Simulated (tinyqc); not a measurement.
## Trap density from the barrier height

Problem. In a partly depleted grain with all boundary traps filled, 2 N W = Qt and VB = q N W^2/(2 eps0 eps_r). Find Qt, W and the doping at which VB would equal Vt.

Parameters, values chosen for the exercise: temperature T = 300 K; relative permittivity eps_r = 11.7.

Constants: q = 1.602176634e-19 C, kB = 1.380649e-23 J/K, Vt = kB T/q, eps0 = 8.8541878128e-14 F/cm where lengths are in cm. Results are converted to the units shown.

doping = 1.2e18 cm^-3
barrier height = 0.058158309 V

Answer. Eliminating W gives VB = q Qt^2/(8 eps0 eps_r N), which falls as 1/N.

Qt = 1.900e12 cm^-2
W = 7.917 nm
doping for VB = Vt = 2.700e18 cm^-3

tinyqc, about 0.01 s, one thread, Intel Xeon 2.30GHz (shared host): `OMP_NUM_THREADS=1 python tinyqc.py 2830237 2830238 out.jsonl`
